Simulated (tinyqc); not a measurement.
Inside a calculation. Model: frequency dispersion of an accumulation capacitance by border traps, distributed model.

Computed by the program tinyqc: `OMP_NUM_THREADS=1 python tinyqc.py 2202091 2202092 out.jsonl`, one thread of a shared Intel Xeon 2.30GHz, about 0.6 s for the whole run. Printed values are rounded.

Traps spread evenly through the insulator exchange electrons with the semiconductor by tunnelling, with tau(x) = t0 exp(2 ka x) at depth x from the interface. The admittance per area Y seen at depth x obeys dY/dx = -Y^2/(i w eps0 eox) + q Nb ln(1 + i w tau)/tau, with Y(0) = i w Cs and w = 2 pi f; the gate sees Y(tox) = G + i w C. Working variable y = Y/(i w), in uF/cm^2. Cox = eps0 eox/tox.

Values chosen for this exercise; permittivity close to that of silicon dioxide:
- eox = 3.93 (relative permittivity of the insulator)
- tox = 6.9 nm (insulator thickness)
- Cs = 3.2 uF/cm^2 (semiconductor capacitance in accumulation)
- Nb = 1e20 cm^-3 eV^-1 (density of border traps)
- ka = 4.9 1/nm (decay constant of the wave function in the insulator)
- t0 = 3e-10 s (time constant of a trap at the interface)
- f = 100 Hz (frequency)
- xe = 2.1 nm (depth down to which the steps are taken)

Constants: q = 1.602176634e-19 C, eps0 = 8.8541878128e-14 F/cm where lengths are in cm. Results are converted to the units shown.

## Scales and lumped estimate

Cox; trap-free value 1/(1/Cox + 1/Cs); response depth d = ln(1/(w t0))/(2 ka), where w tau = 1; lumped estimate: all traps within d act as C_bt = q Nb d placed at d/2, so C = 1/{1/[1/(1/Cs + d/(2 eps0 eox)) + C_bt] + (tox - d/2)/(eps0 eox)}.

Cox = 0.504304 uF/cm^2
trap-free C = 0.435648 uF/cm^2
d = 1.58002 nm
C_bt = 2.53147 uF/cm^2
lumped C = 0.504044 uF/cm^2

The traps within reach amount to 0.791 Cs and lie in the first 22.9 % of the insulator.

## Midpoint steps through the active depth

In terms of y: dy/dx = -y^2/(eps0 eox) + s(x), s = q Nb ln(1 + z)/z, z = i w tau. 10 midpoint steps of h = xe/10: y_half = y + (h/2) y'(x, y), y(new) = y + h y'(x + h/2, y_half).

```
point  x (nm)  s (uF/(cm^2 nm))       y (uF/cm^2)
0           0  1.60218+0.00000i  3.20000+0.00000i
1        0.21  1.60218+0.00000i  2.97165+0.00000i
2        0.42  1.60218-0.00001i  2.80982+0.00000i
3        0.63  1.60218-0.00007i  2.69326-0.00001i
4        0.84  1.60218-0.00057i  2.60827-0.00004i
5        1.05  1.60216-0.00444i  2.54574-0.00035i
6        1.26  1.60117-0.03477i  2.49941-0.00273i
7        1.47  1.54433-0.25789i  2.46334-0.02125i
8        1.68  0.72875-0.62893i  2.37234-0.12194i
9        1.89  0.11697-0.23342i  2.12539-0.16609i
10        2.1  0.01535-0.04999i  1.89415-0.14862i
```

## Capacitance and conductance at the gate

y at xe = 1.89415-0.14862i uF/cm^2

Beyond xe the traps are ignored, so 1/y(tox) = 1/y(xe) + (tox - xe)/(eps0 eox); C = Re y, G/w = -Im y, loss tangent G/(w C).

y at the gate = 0.524925-0.011350i uF/cm^2
C = 0.524925 uF/cm^2
G/w = 0.0113499 uF/cm^2
loss tangent = 0.0216219

A fine integration over the whole insulator gives C = 0.52538 and G/w = 0.01198 uF/cm^2; the coarse G/w is 5.3 % below that. The fine C is 21 % above the trap-free value, and the lumped estimate is 4.1 % below the fine result.
